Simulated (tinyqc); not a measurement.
## Field from the level spacing

Question. In a triangular well E_k = a_k (C F^2/mz1)^(1/3), a_1 = 2.338107, a_2 = 4.087949, C = hbar^2/(2 m0), F in eV/nm (1 MV/cm = 0.1 eV/nm). Find F, E_1, the mean distance 2 E_1/(3 F) of the lowest level and the sheet charge eps0 eps_r F/q behind such a field.

Inputs (values chosen for the exercise):
```
symbol  value  unit                                     meaning
eps_r    11.8                             relative permittivity
mz1     0.902    m0  mass along z of valley set A (2 valley(s))
```

Constants: q = 1.602176634e-19 C, hbar = 1.054571817e-34 J s, m0 = 9.1093837015e-31 kg, eps0 = 8.8541878128e-14 F/cm where lengths are in cm, hbar^2/(2 m0) = 0.0380998212 eV nm^2. Results are converted to the units shown.

spacing of the two lowest levels = 105.46928 meV

Answer. The spacing over a_2 - a_1 is the energy scale (C F^2/mz1)^(1/3), which gives F.

F = 0.7200 MV/cm
E_1 = 140.9 meV
mean distance = 1.305 nm
sheet charge over q = 4.695e12 cm^-2

tinyqc, about 1 s, one thread, Intel Xeon 2.30GHz (shared host): `OMP_NUM_THREADS=1 python tinyqc.py 2160036 2160037 out.jsonl`
